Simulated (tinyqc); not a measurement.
# Worked calculation: illuminated p-n diode, drift-diffusion by the Gummel loop with Scharfetter-Gummel fluxes

Program tinyqc, `OMP_NUM_THREADS=1 python tinyqc.py 2240111 2240112 out.jsonl`; Intel Xeon 2.30GHz, shared host, one thread, about 1 s. Printed values are rounded.

Abrupt junction at x = 0, p side from -Lp, n side to Ln, ohmic contacts. psi is counted from the intrinsic level; n = ni exp((psi - phin)/Vt), p = ni exp((phip - psi)/Vt). Contacts: p side psi = V - Vt ln(Na/ni), p = Na, n = ni^2/Na; n side psi = Vt ln(Nd/ni), n = Nd, p = ni^2/Nd. Constant mobilities, D = mu Vt, Boltzmann statistics, SRH recombination through a mid-gap level, U = (n p - ni^2)/(tp (n + ni) + tn (p + ni)). Current is positive from the p contact to the n contact.

Parameters, values chosen for the exercise; band and dielectric values close to those of indium phosphide:
```
symbol,value,unit,meaning
T,300,K,temperature
Eg,1.34,eV,band gap
eps_r,12.7,,relative permittivity
Nc,5.65e17,cm^-3,conduction-band density of states at T
Nv,1.09e19,cm^-3,valence-band density of states at T
Na,1.2e17,cm^-3,acceptor density of the p side
Nd,1.4e17,cm^-3,donor density of the n side
mun,2600,cm^2/(V s),electron mobility
mup,130,cm^2/(V s),hole mobility
tn,4e-7,s,SRH lifetime of electrons
tp,2e-10,s,SRH lifetime of holes
G,5e21,cm^-3 s^-1,uniform generation rate
V,0.8,V,bias of the p contact
```

Constants: q = 1.602176634e-19 C, kB = 1.380649e-23 J/K, Vt = kB T/q, eps0 = 8.8541878128e-14 F/cm where lengths are in cm. Results are converted to the units shown.

## Intrinsic density and built-in voltage

ni = sqrt(Nc Nv) exp(-Eg/(2 Vt)), Eg in volts; Vbi = Vt ln(Na Nd/ni^2).

ni = 1.37795e7 cm^-3
Vbi = 1.18736 V

## Round 1: Poisson equation

```
node  x (nm)  phin at the start (V)  phip at the start (V)
0      -2800                    0.8                    0.8
1      -1230                      0                    0.8
2       -530                      0                    0.8
3       -217                      0                    0.8
4      -76.6                      0                    0.8
5        -14                      0                    0.8
6         14                      0                    0.8
7       68.5                      0                    0.8
8        175                      0                    0.8
9        382                      0                    0.8
10       785                      0                    0.8
11      1570                      0                    0.8
12      3100                      0                      0
```

With phin and phip held, solve a_i (psi_(i+1) - psi_i) - a_(i-1) (psi_i - psi_(i-1)) + q w_i (p_i - n_i + C_i) = 0 for the inner nodes by Newton steps to convergence; a_i = eps0 eps_r/h_i, h_i = x_(i+1) - x_i, w_i = (h_(i-1) + h_i)/2, C = -Na or +Nd.

```
node   psi (V)  n after Poisson (cm^-3)  p after Poisson (cm^-3)
0     0.208310               0.00158228                   1.2e17
1     0.208310               4.35204e10               1.20000e17
2     0.208310               4.35204e10               1.20000e17
3     0.208319               4.35357e10               1.19958e17
4     0.210239               4.68911e10               1.11374e17
5     0.289186               9.93920e11               5.25440e15
6     0.531872               1.18657e16               4.40128e11
7     0.593807               1.30244e17               4.00975e10
8     0.595660               1.39922e17               3.73239e10
9     0.595675               1.40000e17               3.73032e10
10    0.595675               1.40000e17               3.73032e10
11    0.595675               1.40000e17               3.73032e10
12    0.595675                   1.4e17               0.00135624
```

## Round 1: electron continuity

With psi and p held, F_i = (mun Vt/h_i) [n_(i+1) B(d_i) - n_i B(-d_i)], d_i = (psi_(i+1) - psi_i)/Vt, B(d) = d/(exp(d) - 1); solve F_i - F_(i-1) = w_i [(n_i p_i - ni^2)/den_i - G] for the new n, with den = tp (n + ni) + tn (p + ni) taken at the old n and p, h_i = x_(i+1) - x_i, w_i = (h_(i-1) + h_i)/2; phin = psi - Vt ln(n/ni).

```
node  new n (cm^-3)  phin after round 1 (V)
0        0.00158228                0.800000
1        7.06273e11               -0.072044
2        4.30369e11               -0.059238
3        1.89204e11               -0.037983
4        6.68650e10               -0.009174
5        9.97096e11               -0.000082
6        1.18663e16               -0.000001
7        1.30250e17               -0.000001
8        1.39929e17               -0.000001
9        1.40006e17               -0.000001
10       1.40006e17               -0.000001
11       1.40004e17               -0.000001
12           1.4e17                0.000000
```

## Round 1: hole continuity

With psi and the new n held, F_i = (mup Vt/h_i) [p_(i+1) B(-d_i) - p_i B(d_i)], d_i = (psi_(i+1) - psi_i)/Vt, B(d) = d/(exp(d) - 1); solve F_i - F_(i-1) = w_i [(n_i p_i - ni^2)/den_i - G] for the new p, with den = tp (n + ni) + tn (p + ni) taken at the new n and the old p, h_i = x_(i+1) - x_i, w_i = (h_(i-1) + h_i)/2; phip = psi + Vt ln(p/ni).

```
node  new p (cm^-3)  phip after round 1 (V)
0            1.2e17                0.800000
1        1.20054e17                0.800012
2        1.20066e17                0.800014
3        1.20027e17                0.800015
4        1.11439e17                0.800015
5        5.25757e15                0.800016
6        4.53413e11                0.800769
7        1.24231e11                0.829234
8        4.20013e11                0.862579
9        7.52658e11                0.877673
10       9.47858e11                0.883634
11       9.62859e11                0.884040
12       0.00135624                0.000000
```

## Course of the Gummel loop

Stop when phin and phip change by less than 1e-8 V, or after 80 rounds. J = Jn at the p contact + Jp at the n contact + q sum w_i U_i - q G sum w_i over the inner nodes, which avoids differences of large majority fluxes: Jn = (q mun Vt/h_0)[n_1 B(d_0) - n_0 B(-d_0)], Jp = (q mup Vt/h_last)[p_(N-1) B(d_last) - p_N B(-d_last)], d_i = (psi_(i+1) - psi_i)/Vt, B(d) = d/(exp(d) - 1), w_i = (h_(i-1) + h_i)/2.

Course of the iteration:
```
round  J (A/cm^2)  largest change of phin, phip (V)
1       -0.138395                            0.0840
2       -0.136569                           3.24e-4
3       -0.136546                           4.60e-6
4       -0.136546                           6.45e-8
5       -0.136546                          9.03e-10
```

Converged in 5 rounds.

## Recombination and current

```
node  converged psi (V)  converged n (cm^-3)  converged p (cm^-3)
0              0.208310           0.00158228               1.2e17
1              0.208322           7.06315e11           1.20001e17
2              0.208325           4.30419e11           1.20000e17
3              0.208334           1.89240e11           1.19958e17
4              0.210254           6.68940e10           1.11375e17
5              0.289195           9.97414e11           5.25579e15
6              0.531876           1.18677e16           4.53412e11
7              0.593807           1.30244e17           1.24629e11
8              0.595660           1.39923e17           4.22337e11
9              0.595674           1.40001e17           7.58918e11
10             0.595674           1.40001e17           9.59082e11
11             0.595675           1.40001e17           9.75195e11
12             0.595675               1.4e17           0.00135624
```

U_i as defined. J = Jn at the p contact + Jp at the n contact + q sum w_i U_i - q G sum w_i over the inner nodes, which avoids differences of large majority fluxes: Jn = (q mun Vt/h_0)[n_1 B(d_0) - n_0 B(-d_0)], Jp = (q mup Vt/h_last)[p_(N-1) B(d_last) - p_N B(-d_last)], d_i = (psi_(i+1) - psi_i)/Vt, B(d) = d/(exp(d) - 1), w_i = (h_(i-1) + h_i)/2.

U, node 0 to 12 (cm^-3 s^-1): 0  1.76579e18  1.07605e18  4.73100e17  1.67235e17  2.49354e18  2.10612e21  6.21953e20  2.09901e21  3.75389e21  4.73059e21  4.80898e21  0
Jn at the p contact = 0.0484374 A/cm^2
Jp at the n contact = 0.00343199 A/cm^2
recombination = 0.160058 A/cm^2
generation = 0.348473 A/cm^2
J = -0.136546 A/cm^2

A 500-node mesh gives J = -0.1343 A/cm^2; this mesh differs from it by -0.0022 A/cm^2 (-1.7 %).
